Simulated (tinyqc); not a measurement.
From results to parameters: Luttinger model of the valence bands. Computed by the program tinyqc.

Problem. In the four-band Luttinger model 1/m = g1 -/+ 2 g2 along [100] and g1 -/+ 2 g3 along [111]. Find g1, g2, g3 and the light hole mass along [111].

heavy and light hole masses along [100] (electron masses): 0.125945  0.054885
heavy hole mass along [111] = 0.179211 electron masses

Solution. The mean of the two inverse masses along [100] is g1 and a quarter of their difference is g2; g3 = (g1 - 1/m_hh[111])/2.

g1, g2, g3: 13.080  2.570  3.750
light hole mass along [111] = 0.0486 electron masses
